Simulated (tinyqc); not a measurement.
# Read current of a NAND string, cells in series solved by shooting, step by step

Numbers from tinyqc (`OMP_NUM_THREADS=1 python tinyqc.py 2142090 2142091 out.jsonl`; about 0.6 s on one thread of a shared Intel Xeon 2.30GHz). Printed values are rounded.

Cells in series, numbered from 0 at the source line (0 V) to the bit line, each followed by a gap resistance Rg. A cell with gate Vg, threshold VT, source Vs and drain Vd passes I = 2 nf K Vt^2 [F(Vs) - F(Vd)]/(1 + th max(Vg - VT, 0)), F(V) = ln^2(1 + exp((Vg - VT - nf V)/(2 nf Vt))). The selected cell has Vg = Vr, the others Vg = Vp.

Inputs (values chosen for the exercise); values of the order met in vertical NAND strings:

| symbol | value | unit | meaning |
|---|---|---|---|
| T | 300 | K | temperature |
| K | 13 | uA/V^2 | gain factor of a cell |
| nf | 1.5 |  | slope factor |
| th | 0.02 | 1/V | mobility reduction factor |
| Rg | 1.8 | kohm | resistance of the gap between cells |
| Vbl | 0.3 | V | bit-line voltage |
| Vp | 5.6 | V | pass voltage |
| Vr | 4.72 | V | read voltage on the selected word line |

Constants: q = 1.602176634e-19 C, kB = 1.380649e-23 J/K, Vt = kB T/q. Results are converted to the units shown.

## Step 1: node voltages for a trial current

first trial current = 1.1 uA
thresholds from the source end, cell 0 to 5 (V): [-1.1, -1.1, 3.2, 3.2, -1.1, 2.8]

For a trial current I start at 0 V and, cell by cell (the selected one is cell 5), solve for the drain: sqrt(F(Vd)) = sqrt(F(Vs) - I/k), k = 2 nf K Vt^2/(1 + th max(Vg - VT, 0)), Vd = [Vg - VT - 2 nf Vt ln(exp(sqrt F) - 1)]/nf, then add I Rg.

node voltage after each cell and gap, trial 1, cell 0 to 5 (V): [0.0163245, 0.0327018, 0.0728666, 0.114062, 0.130763, 0.184897]

## Step 2: node voltages for a trial current

second trial current = 1.6 uA

As before.

node voltage after each cell and gap, trial 2, cell 0 to 5 (V): [0.0237600, 0.0476323, 0.106930, 0.168558, 0.193141, 0.277466]

## Course of the secant iteration

Secant steps on the end voltage less Vbl, from the two trials; a trial above the saturation current of a cell has no solution and is moved halfway to the previous trial. Stop below 1e-9 V.

Course of the iteration:
```
iteration   I (uA)  end voltage - Vbl (V)  halvings
1          1.72171                1.04e-3         0
2          1.71636               -9.46e-6         0
3          1.71641               -3.98e-9         0
4          1.71641               1.59e-14         0
```

Converged in 4 iterations to I = 1.7164 uA. The selected cell takes 29.6 % of the bit-line voltage and the gaps together 6.18 %.
